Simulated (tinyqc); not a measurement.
# A chain with two barriers and dephasing by Buettiker voltage probes: effect of the dephasing strength

Sites 1 to 5 form a chain with hopping -t. Lead L joins site 1 and lead R site 5, both semi-infinite chains with hopping -t and site energy 0. Every site carries a probe with self-energy -i Gamma_p/2 that draws no net current. Linear response at zero temperature: mu_L = 1, mu_R = 0 in units of the bias.

Sigma = t^2 g(E), g(x) = (x - i sqrt(4 t^2 - x^2))/(2 t^2) for |x| < 2 t and (x - sign(x) sqrt(x^2 - 4 t^2))/(2 t^2) otherwise; Gamma = -2 Im Sigma; G = (E - H - Sigma_L - Sigma_R + i Gamma_p/2)^(-1). With Gamma the broadening by one lead, T_RL = Gamma^2 |G_(5,1)|^2, T_pL = Gamma Gamma_p |G_(p,1)|^2, T_pR = Gamma Gamma_p |G_(p,5)|^2, T_pq = Gamma_p^2 |G_(p,q)|^2 for p != q. No current into probe p: W mu = T_pL with W_pp = T_pL + T_pR + sum_q T_pq and W_pq = -T_pq. Then T_eff = T_RL + sum_p T_pR mu_p, and the resistance is (h/2q^2)/T_eff. Without probes means Gamma_p = 0.

Parameters, values chosen for the exercise:

| symbol | value | unit | meaning |
|---|---|---|---|
| t | 1 | eV | hopping (matrix element -t) |
| U | [1.8, 0, 0, 0, 3.7] | eV | site energies 1 to N |
| E | -0.59 | eV | Fermi energy |

Constants: q = 1.602176634e-19 C, h = 6.62607015e-34 J s. Results are converted to the units shown.

Results:

| gp (eV) | T_RL | through probes | T_eff | resistance (kohm) |
|---|---|---|---|---|
| 0.011 | 0.13273 | 0.0068323 | 0.13956 | 92.478 |
| 0.021 | 0.13004 | 0.012861 | 0.14290 | 90.318 |
| 0.039 | 0.12520 | 0.023261 | 0.14846 | 86.934 |
| 0.075 | 0.11565 | 0.042270 | 0.15792 | 81.726 |
| 0.14 | 0.099312 | 0.070642 | 0.16995 | 75.941 |
| 0.51 | 0.039034 | 0.13508 | 0.17411 | 74.126 |
| 0.98 | 0.012715 | 0.13715 | 0.14987 | 86.120 |
| 1.9 | 0.0018552 | 0.11578 | 0.11764 | 109.71 |
| 3.5 | 1.1664e-4 | 0.083444 | 0.083560 | 154.46 |

Estimate the missing row, gp = 0.27 eV.

Computed row:

| gp (eV) | T_RL | through probes | T_eff | resistance (kohm) |
|---|---|---|---|---|
| 0.27 | 0.071813 | 0.10786 | 0.17967 | 71.832 |

With this row back in the table: Without probes the transmission is 0.136. T_eff goes from 0.140 through a maximum of 0.180 (at gp = 0.27 eV among the rows listed) to 0.0836; the direct part falls from 0.133 to 1.17e-4 and the part through probes goes from 0.00683 through a maximum of 0.137 (at gp = 0.98 eV among the rows listed) to 0.0834. Weak dephasing raises T_eff here: the incoherent path through the probes gains more than the direct part loses.

Numbers from tinyqc (`OMP_NUM_THREADS=1 python tinyqc.py 2700038 2700039 out.jsonl`; about 0.01 s on one thread of a shared Intel Xeon 2.30GHz).
